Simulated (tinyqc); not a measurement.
p-type polysilicon, carrier trapping at grain boundaries: two steps of the calculation.

One-dimensional grains of size Lg, uniform ionised doping N, monovalent traps Qt at each boundary at a depth Et below (for electrons) or above (for holes) the band edge there, abrupt depletion of width W on each side of a boundary, Boltzmann statistics. xi is the distance from the band edge at the grain centre to the Fermi level. Trapped charge Qt/(1 + exp((xi + VB - Et)/Vt)) = 2 N W, barrier VB = q N W^2/(2 eps0 eps_r).

Inputs (values chosen for the exercise); values of the order met in polycrystalline silicon: temperature T = 300 K; relative permittivity eps_r = 11.7; valence-band density of states at T NB = 2.65e19 cm^-3; grain size Lg = 44 nm; trap density of a grain boundary Qt = 3.9e12 cm^-2; depth of the trap level from the majority band edge at the boundary Et = 0.47 eV; mass for thermionic emission ms = 0.31 m0; correction factor of the emission rate fe = 0.25; mobility inside the grains mug = 230 cm^2/(V s); doping N = 3.1e18 cm^-3.

Constants: q = 1.602176634e-19 C, kB = 1.380649e-23 J/K, m0 = 9.1093837015e-31 kg, Vt = kB T/q, eps0 = 8.8541878128e-14 F/cm where lengths are in cm. Results are converted to the units shown.

Task 1. New W. Partly depleted grain, xi = Vt ln(NB/N): f = 1/(1 + exp((xi + VB - Et)/Vt)), g = Qt f - 2 N W, g' = -2 Qt f (1 - f) VB/(W Vt) - 2 N, W(new) = W - g/g'.

W at the start = 6.3 nm

Give: VB; f; g; g'; W after iteration 1.

Result 1.

VB = 0.09515 V
f = 1.000
g = -6.017e9 cm^-2
g' = -6.200e11 cm^-2/nm
W after iteration 1 = 6.290 nm

Task 2. Resistivity and effective mobility. n0 = NB exp(-xi/Vt); mean density n0 (1 - 2 W/Lg) by charge balance in a partly depleted grain, and n0 (sqrt(pi)/2) erf(u)/u with u = sqrt(VB/Vt) in a fully depleted one; v = sqrt(kB T/(2 pi ms m0)); barrier resistivity Vt exp(VB/Vt)/(q fe n0 v Lg); grain resistivity (1 - 2 W/Lg)/(q n0 mug); effective mobility 1/(q mean density total resistivity).

W = 6.2902958 nm
xi = 0.055471738 V
VB = 0.094852686 V

Wanted: n0; mean density; v; barrier resistivity; grain resistivity; resistivity; effective mobility.

Result 2.

n0 = 3.1000e18 cm^-3
mean density = 2.2136e18 cm^-3
v = 4.8316e6 cm/s
barrier resistivity = 0.38406 ohm cm
grain resistivity = 6.2509e-3 ohm cm
resistivity = 0.39031 ohm cm
effective mobility = 7.2239 cm^2/(V s)

The resistivity is 44.6 times that of a single crystal with the same N and mobility mug, and the mean density is 71.4 % of N.

Computed by the program tinyqc: `OMP_NUM_THREADS=1 python tinyqc.py 2830120 2830121 out.jsonl`, one thread of a shared Intel Xeon 2.30GHz, about 0.01 s for the whole run.
